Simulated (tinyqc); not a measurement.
Isotype n-N heterojunction, non-linear Poisson equation by Newton steps, Boltzmann statistics: two steps of the calculation.

One dimension, material 1 (n-type) at x < 0 and material 2 (n-type) at x > 0. Band edges: Ec = -psi in material 1 and -psi + dEc in material 2, Ev = Ec - Eg. Equilibrium, Fermi level at 0. n = Nc F((EFn - Ec)/Vt), p = Nv F((Ev - EFp)/Vt), with F(eta) = exp(eta) (Boltzmann statistics); full ionisation, no interface charge, classical densities; the doping types are chosen for the exercise.

Inputs (values chosen for the exercise); band and dielectric values those of a made-up pair: temperature T = 300 K; band gap of material 1 Eg1 = 1.56 eV; conduction-band density of states of material 1 Nc1 = 9.12e17 cm^-3; band gap of material 2 Eg2 = 2.81 eV; conduction-band density of states of material 2 Nc2 = 2.16e18 cm^-3; conduction-band offset Ec2 - Ec1 dEc = -0.2 eV; donor density of material 1 N1 = 8.7e15 cm^-3; donor density of material 2 N2 = 3.3e16 cm^-3; bias of side 1 against side 2 V = 0 V.

Constants: q = 1.602176634e-19 C, kB = 1.380649e-23 J/K, Vt = kB T/q. Results are converted to the units shown.

Task 1. Offsets and end potentials. dEv = Ev1 - Ev2 = Eg2 - Eg1 - dEc. Neutrality of the majority carriers far from the junction: Nc1 F(psi_L/Vt) = N1 and Nc2 F((V + psi_R - dEc)/Vt) = N2. Total bending psi_R - psi_L.

Find: dEv; psi_L; psi_R; psi_R - psi_L.

Result 1.

dEv = 1.4500 eV
psi_L = -0.12027 V
psi_R = -0.30810 V
psi_R - psi_L = -0.18782 V

The alignment is staggered (type II): dEc and dEv have opposite signs.

Task 2. Newton step. Solve the tridiagonal system a_(i-1) d_(i-1) + b_i d_i + a_i d_(i+1) = -F_i for nodes 1 to 10, with d = 0 on fixed nodes. If the largest |d| exceeds 4 Vt, the whole step is scaled down so that it equals 4 Vt.

```
interval,coupling a_i (F/cm^2)
0,5.2831942e-8
1,7.3866882e-8
2,1.0360550e-7
3,1.4584320e-7
4,2.0299296e-7
5,2.8491511e-7
6,3.7889061e-7
7,2.7333951e-7
8,2.0795859e-7
9,1.5721488e-7
10,1.2026938e-7
```

```
node,diagonal b (F/cm^2),residual F (C/cm^2)
1,-8.2493970e-7,~0
2,-6.7621586e-7,~0
3,-6.0450014e-7,~0
4,-6.0225177e-7,~0
5,-6.6934286e-7,~0
6,-7.9320944e-7,-7.1165022e-8
7,-1.1267104e-6,7.1165022e-8
8,-1.1060987e-6,~0
9,-1.1893785e-6,~0
10,-1.3604037e-6,~0
```

```
node,psi at the start (V)
0,-0.12027170
1,-0.12027170
2,-0.12027170
3,-0.12027170
4,-0.12027170
5,-0.12027170
6,-0.12027170
7,-0.30809641
8,-0.30809641
9,-0.30809641
10,-0.30809641
11,-0.30809641
```

Wanted: Newton step d, before damping; psi after iteration 1.

Result 2.

```
node,"Newton step d, before damping (V)"
1,-0.00005
2,-0.00058
3,-0.00372
4,-0.01500
5,-0.04182
6,-0.08757
7,0.03594
8,0.00919
9,0.00163
10,0.00019
```

```
node,psi after iteration 1 (V)
0,-0.1203
1,-0.1203
2,-0.1208
3,-0.1240
4,-0.1353
5,-0.1621
6,-0.2078
7,-0.2722
8,-0.2989
9,-0.3065
10,-0.3079
11,-0.3081
```

Numbers from tinyqc (`OMP_NUM_THREADS=1 python tinyqc.py 2040059 2040060 out.jsonl`; about 0.01 s on one thread of a shared Intel Xeon 2.30GHz).

~0 in a residual or rate marks an entry under 1e-11 of the largest of its column.
